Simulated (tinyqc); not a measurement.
Inside a calculation (part 2 of 2). Method: RHF in the 6-31g basis, for H4, spin multiplicity 1. Computed by tinyqc, a small Python program that keeps every step (integrals from PySCF). Command: `OMP_NUM_THREADS=1 python tinyqc.py 20889 20890 out.jsonl` (the two numbers bound the seeds that draw the settings). One thread of a shared host (Intel(R) Xeon(R) Processor @ 2.60GHz), about 0.06 s of CPU time with the checks.

Geometry (angstrom):
```
atom,x,y,z
H,0.000000,0.000000,0.000000
H,0.000000,0.000000,1.028000
H,0.000000,2.219000,0.000000
H,0.000000,2.219000,1.028000
```

## Iteration 2: building the Fock matrix

D after iteration 1, lower triangle:
```
,1H 1s,1H 2s,2H 1s,2H 2s,3H 1s,3H 2s,4H 1s,4H 2s
1H 1s,0.160263
1H 2s,0.194515,0.236128
2H 1s,0.160263,0.194515,0.160263
2H 2s,0.194515,0.236128,0.194515,0.236128
3H 1s,-0.019635,-0.026365,-0.019635,-0.026365,0.160263
3H 2s,-0.026365,-0.035070,-0.026365,-0.035070,0.194515,0.236128
4H 1s,-0.019635,-0.026365,-0.019635,-0.026365,0.160263,0.194515,0.160263
4H 2s,-0.026365,-0.035070,-0.026365,-0.035070,0.194515,0.236128,0.194515,0.236128
```

core Hamiltonian H = T + V (hartree), lower triangle:
```
,1H 1s,1H 2s,2H 1s,2H 2s,3H 1s,3H 2s,4H 1s,4H 2s
1H 1s,-1.226534
1H 2s,-1.116685,-1.307236
2H 1s,-0.548993,-0.754930,-1.226534
2H 2s,-0.754930,-1.057979,-1.116685,-1.307236
3H 1s,-0.010510,-0.142163,-0.003709,-0.094169,-1.226534
3H 2s,-0.142163,-0.372349,-0.094169,-0.296054,-1.116685,-1.307236
4H 1s,-0.003709,-0.094169,-0.010510,-0.142163,-0.548993,-0.754930,-1.226534
4H 2s,-0.094169,-0.296054,-0.142163,-0.372349,-0.754930,-1.057979,-1.116685,-1.307236
```

nuclear repulsion = 1.93924507 hartree

Given earlier and not repeated: Two-electron integrals (ij|kl) in chemists' order.

J_ij = sum D_kl (ij|kl), K_ij = sum D_kl (ik|jl); F = H + J - 0.5 K; E = tr D H + tr D J / 2 - 0.25 tr D K + E_nn.

Coulomb J (hartree), lower triangle:
```
,1H 1s,1H 2s,2H 1s,2H 2s,3H 1s,3H 2s,4H 1s,4H 2s
1H 1s,1.752278
1H 2s,1.075109,1.389419
2H 1s,0.430734,0.677283,1.752278
2H 2s,0.677283,1.069390,1.075109,1.389419
3H 1s,0.003825,0.107450,0.001196,0.067858,1.752278
3H 2s,0.107450,0.349992,0.067858,0.268944,1.075109,1.389419
4H 1s,0.001196,0.067858,0.003825,0.107450,0.430734,0.677283,1.752278
4H 2s,0.067858,0.268944,0.107450,0.349992,0.677283,1.069390,1.075109,1.389419
```

exchange K (hartree), lower triangle:
```
,1H 1s,1H 2s,2H 1s,2H 2s,3H 1s,3H 2s,4H 1s,4H 2s
1H 1s,0.861451
1H 2s,0.763319,0.798863
2H 1s,0.570672,0.665367,0.861451
2H 2s,0.665367,0.754927,0.763319,0.798863
3H 1s,-0.001409,0.087676,-0.002358,0.077227,0.861451
3H 2s,0.087676,0.191482,0.077227,0.181423,0.763319,0.798863
4H 1s,-0.002358,0.077227,-0.001409,0.087676,0.570672,0.665367,0.861451
4H 2s,0.077227,0.181423,0.087676,0.191482,0.665367,0.754927,0.763319,0.798863
```

Fock matrix F (hartree), lower triangle:
```
,1H 1s,1H 2s,2H 1s,2H 2s,3H 1s,3H 2s,4H 1s,4H 2s
1H 1s,0.095019
1H 2s,-0.423236,-0.317248
2H 1s,-0.403596,-0.410331,0.095019
2H 2s,-0.410331,-0.366053,-0.423236,-0.317248
3H 1s,-0.005980,-0.078552,-0.001334,-0.064924,0.095019
3H 2s,-0.078552,-0.118098,-0.064924,-0.117821,-0.423236,-0.317248
4H 1s,-0.001334,-0.064924,-0.005980,-0.078552,-0.403596,-0.410331,0.095019
4H 2s,-0.064924,-0.117821,-0.078552,-0.118098,-0.410331,-0.366053,-0.423236,-0.317248
```

total energy of this density = -2.16890968 hartree

## Iteration 2: DIIS over 2 matrices

error matrix X^T (FDS - SDF) X:
```
,1,2,3,4,5,6,7,8
1,0.000000,-0.003017,0.000000,-0.003017,0.000000,-0.008669,0.000000,-0.008669
2,0.003017,0.000000,0.003017,0.000000,0.008669,0.000000,0.008669,0.000000
3,0.000000,-0.003017,0.000000,-0.003017,0.000000,-0.008669,0.000000,-0.008669
4,0.003017,0.000000,0.003017,0.000000,0.008669,0.000000,0.008669,0.000000
5,0.000000,-0.008669,0.000000,-0.008669,0.000000,-0.003017,0.000000,-0.003017
6,0.008669,0.000000,0.008669,0.000000,0.003017,0.000000,0.003017,0.000000
7,0.000000,-0.008669,0.000000,-0.008669,0.000000,-0.003017,0.000000,-0.003017
8,0.008669,0.000000,0.008669,0.000000,0.003017,0.000000,0.003017,0.000000
```

B (overlaps of the stored error matrices):
```
,1,2
1,1.1222046e-01,9.8500609e-04
2,9.8500609e-04,1.3480602e-03
```

Minimise |sum c_i e_i|^2 with sum c_i = 1: solve [B -1; -1 0][c; lambda] = [0; -1] with B_ij = tr e_i^T e_j, and take F = sum c_i F_i.

DIIS coefficients: 0.003253  0.996747

extrapolated F (hartree), lower triangle:
```
,1H 1s,1H 2s,2H 1s,2H 2s,3H 1s,3H 2s,4H 1s,4H 2s
1H 1s,0.095093
1H 2s,-0.423099,-0.317072
2H 1s,-0.403329,-0.410112,0.095093
2H 2s,-0.410112,-0.365843,-0.423099,-0.317072
3H 1s,-0.006030,-0.078594,-0.001374,-0.064950,0.095093
3H 2s,-0.078594,-0.118123,-0.064950,-0.117834,-0.423099,-0.317072
4H 1s,-0.001374,-0.064950,-0.006030,-0.078594,-0.403329,-0.410112,0.095093
4H 2s,-0.064950,-0.117834,-0.078594,-0.118123,-0.410112,-0.365843,-0.423099,-0.317072
```

## Iteration 2: diagonalisation and new density

X, lower triangle:
```
,1H 1s,1H 2s,2H 1s,2H 2s,3H 1s,3H 2s,4H 1s,4H 2s
1H 1s,1.260650
1H 2s,-0.514528,1.715199
2H 1s,-0.035666,0.027805,1.260650
2H 2s,0.027805,-0.682347,-0.514528,1.715199
3H 1s,-0.009689,0.053536,-0.007760,0.007657,1.260650
3H 2s,0.053536,-0.246156,0.007657,0.084934,-0.514528,1.715199
4H 1s,-0.007760,0.007657,-0.009689,0.053536,-0.035666,0.027805,1.260650
4H 2s,0.007657,0.084934,0.053536,-0.246156,0.027805,-0.682347,-0.514528,1.715199
```

overlap S, lower triangle:
```
,1H 1s,1H 2s,2H 1s,2H 2s,3H 1s,3H 2s,4H 1s,4H 2s
1H 1s,1.000000
1H 2s,0.658292,1.000000
2H 1s,0.235729,0.400901,1.000000
2H 2s,0.400901,0.737626,0.658292,1.000000
3H 1s,0.002409,0.065695,0.000715,0.040134,1.000000
3H 2s,0.065695,0.242213,0.040134,0.178663,0.658292,1.000000
4H 1s,0.000715,0.040134,0.002409,0.065695,0.235729,0.400901,1.000000
4H 2s,0.040134,0.178663,0.065695,0.242213,0.400901,0.737626,0.658292,1.000000
```

A level shift of 1 hartree raises the virtual space: F + shift (S - S D(s) S), with D(s) the density of one spin (D/2). Diagonalise F' = X^T F X, C = X C', fill 2 alpha and 2 beta electrons from the bottom; D = 2 C_occ C_occ^T. Each column has its largest component positive (the first on a tie).

F' = X^T F X (hartree), lower triangle:
```
,1,2,3,4,5,6,7,8
1,1.413580
2,-0.828807,0.966333
3,-0.455083,-0.376213,1.413580
4,-0.376213,-0.493963,-0.828807,0.966333
5,0.035287,0.016499,0.030502,0.008734,1.413580
6,0.016499,-0.113558,0.008734,-0.036629,-0.828807,0.966333
7,0.030502,0.008734,0.035287,0.016499,-0.455083,-0.376213,1.413580
8,0.008734,-0.036629,0.016499,-0.113558,-0.376213,-0.493963,-0.828807,0.966333
```

orbital energies (hartree): MO1 -0.557673, MO2 -0.480014, MO3 1.120552, MO4 1.212079, MO5 1.904143, MO6 1.995280, MO7 2.136263, MO8 2.189025

coefficients C:
```
,MO1,MO2,MO3,MO4,MO5,MO6,MO7,MO8
1H 1s,0.190394,0.210589,0.115497,0.134253,0.611191,0.645457,-0.683473,-0.699881
1H 2s,0.222162,0.261769,0.763300,0.944718,-0.431100,-0.602481,0.739290,1.027311
2H 1s,0.190394,0.210589,-0.115497,-0.134253,0.611191,0.645457,0.683473,0.699881
2H 2s,0.222162,0.261769,-0.763300,-0.944718,-0.431100,-0.602481,-0.739290,-1.027311
3H 1s,0.190394,-0.210589,0.115497,-0.134253,0.611191,-0.645457,-0.683473,0.699881
3H 2s,0.222162,-0.261769,0.763300,-0.944718,-0.431100,0.602481,0.739290,-1.027311
4H 1s,0.190394,-0.210589,-0.115497,0.134253,0.611191,-0.645457,0.683473,-0.699881
4H 2s,0.222162,-0.261769,-0.763300,0.944718,-0.431100,0.602481,-0.739290,1.027311
```

D after iteration 2, lower triangle:
```
,1H 1s,1H 2s,2H 1s,2H 2s,3H 1s,3H 2s,4H 1s,4H 2s
1H 1s,0.161195
1H 2s,0.194848,0.235758
2H 1s,0.161195,0.194848,0.161195
2H 2s,0.194848,0.235758,0.194848,0.235758
3H 1s,-0.016196,-0.025655,-0.016196,-0.025655,0.161195
3H 2s,-0.025655,-0.038334,-0.025655,-0.038334,0.194848,0.235758
4H 1s,-0.016196,-0.025655,-0.016196,-0.025655,0.161195,0.194848,0.161195
4H 2s,-0.025655,-0.038334,-0.025655,-0.038334,0.194848,0.235758,0.194848,0.235758
```

## Iteration 11 (converged): orbitals

converged F (hartree), lower triangle:
```
,1H 1s,1H 2s,2H 1s,2H 2s,3H 1s,3H 2s,4H 1s,4H 2s
1H 1s,0.095306
1H 2s,-0.423091,-0.316357
2H 1s,-0.404073,-0.410359,0.095306
2H 2s,-0.410359,-0.365259,-0.423091,-0.316357
3H 1s,-0.006771,-0.078734,-0.002082,-0.065123,0.095306
3H 2s,-0.078734,-0.117256,-0.065123,-0.117013,-0.423091,-0.316357
4H 1s,-0.002082,-0.065123,-0.006771,-0.078734,-0.404073,-0.410359,0.095306
4H 2s,-0.065123,-0.117013,-0.078734,-0.117256,-0.410359,-0.365259,-0.423091,-0.316357
```

Diagonalise F' = X^T F X, C = X C', fill 2 alpha and 2 beta electrons from the bottom; D = 2 C_occ C_occ^T. Each column has its largest component positive (the first on a tie).

F' = X^T F X (hartree), lower triangle:
```
,1,2,3,4,5,6,7,8
1,0.614227
2,-0.585269,0.266835
3,-0.255725,-0.132694,0.614227
4,-0.132694,-0.193789,-0.585269,0.266835
5,0.010799,0.011541,0.006083,0.003728,0.614227
6,0.011541,-0.089142,0.003728,-0.012277,-0.585269,0.266835
7,0.006083,0.003728,0.010799,0.011541,-0.255725,-0.132694,0.614227
8,0.003728,-0.012277,0.011541,-0.089142,-0.132694,-0.193789,-0.585269,0.266835
```

orbital energies (hartree): MO1 -0.557612, MO2 -0.479936, MO3 0.121216, MO4 0.212680, MO5 0.904623, MO6 0.996022, MO7 1.137211, MO8 1.190046

coefficients C:
```
,MO1,MO2,MO3,MO4,MO5,MO6,MO7,MO8
1H 1s,0.193281,0.209253,0.115231,0.133891,0.610284,0.645892,-0.683518,-0.699951
1H 2s,0.220121,0.263015,0.763588,0.945251,-0.432146,-0.601938,0.738993,1.026821
2H 1s,0.193281,0.209253,-0.115231,-0.133891,0.610284,0.645892,0.683518,0.699951
2H 2s,0.220121,0.263015,-0.763588,-0.945251,-0.432146,-0.601938,-0.738993,-1.026821
3H 1s,0.193281,-0.209253,0.115231,-0.133891,0.610284,-0.645892,-0.683518,0.699951
3H 2s,0.220121,-0.263015,0.763588,-0.945251,-0.432146,0.601938,0.738993,-1.026821
4H 1s,0.193281,-0.209253,-0.115231,0.133891,0.610284,-0.645892,0.683518,-0.699951
4H 2s,0.220121,-0.263015,-0.763588,0.945251,-0.432146,0.601938,-0.738993,1.026821
```

D after iteration 11, lower triangle:
```
,1H 1s,1H 2s,2H 1s,2H 2s,3H 1s,3H 2s,4H 1s,4H 2s
1H 1s,0.162289
1H 2s,0.195164,0.235261
2H 1s,0.162289,0.195164,0.162289
2H 2s,0.195164,0.235261,0.195164,0.235261
3H 1s,-0.012858,-0.024982,-0.012858,-0.024982,0.162289
3H 2s,-0.024982,-0.041447,-0.024982,-0.041447,0.195164,0.235261
4H 1s,-0.012858,-0.024982,-0.012858,-0.024982,0.162289,0.195164,0.162289
4H 2s,-0.024982,-0.041447,-0.024982,-0.041447,0.195164,0.235261,0.195164,0.235261
```

## Convergence

Stop when the energy changes by less than 1e-09 hartree and every element of the error matrix X^T (F D S - S D F) X is below 9e-06.

Course of the cycle:
```
iteration,E (hartree),change,largest element of the error matrix
1,-1.51021115,-,1.00e-01
2,-2.16890968,-6.59e-01,8.67e-03
3,-2.16911374,-2.04e-04,4.26e-03
4,-2.16916911,-5.54e-05,1.72e-03
5,-2.16917828,-9.16e-06,6.99e-04
6,-2.16917979,-1.51e-06,2.83e-04
7,-2.16918004,-2.48e-07,1.15e-04
8,-2.16918008,-4.09e-08,4.66e-05
9,-2.16918009,-6.74e-09,1.89e-05
10,-2.16918009,-1.11e-09,7.66e-06
11,-2.16918009,-1.83e-10,3.11e-06
```

PySCF RHF in the same basis = -2.16918009 hartree

Converged in 11 iterations.

## Populations, bond orders and dipole

Mulliken: Z minus the diagonal of D S on the atom; Loewdin: the same with S^(1/2) D S^(1/2); Mayer order: 2 sum_s sum (D(s) S)_ij (D(s) S)_ji over the two atoms.

Charges (e):
```
atom,Mulliken,Loewdin
1H,0,0
2H,0,0
3H,0,0.000000
4H,0,0
```

Mayer bond orders:
```
pair,order
2-1,1.003268
3-1,-0.003268
3-2,-0.003268
4-1,-0.003268
4-2,-0.003268
4-3,1.003268
```

dipole moment about the origin, x y z (debye): 0.000000  0.000000  0.000000
